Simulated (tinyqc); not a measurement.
The basis set: RHF and MP2 along a ladder of basis sets, for BeH+, spin multiplicity 1. Computed by the program tinyqc with PySCF. Same geometry throughout; the dipole is taken about the origin.

Geometry (angstrom):
```
atom       x       y       z
Be    0.0000  0.0000  0.0000
H     0.0000  0.0000  1.3190
```

RHF and frozen-core MP2 in a ladder of bases:
```
basis    functions  E(RHF) (hartree)  E(MP2 corr) (hartree)  HOMO (eV)  LUMO (eV)  dipole (debye)
sto-3g           6        -14.664761              -0.013386   -20.2659    -7.2032          2.6460
3-21g           11        -14.760350              -0.015738   -20.3202    -7.8727          2.6416
6-31g           11        -14.846017              -0.015903   -20.3711    -7.7930          2.5102
6-31g**         19        -14.850187              -0.024819   -20.3244    -7.8032          2.5125
cc-pvdz         19        -14.849641              -0.025070   -20.3172    -7.8842          2.5333
cc-pvtz         44        -14.852977              -0.029530   -20.3517    -7.8484          2.5127
```

What does the comparison show, and why?

From cc-pVDZ to cc-pVTZ the RHF energy falls by 3.3 mhartree and the correlation energy by 4.5. If valence correlation converges as X^-3, (27 E(T) - 8 E(D))/19 gives -0.0314 hartree, a rough estimate from such small X that usually falls short; STO-3G holds about 43 % of it. Beyond STO-3G the LUMO moves by 0.1 eV and the HOMO by 0.1 eV.
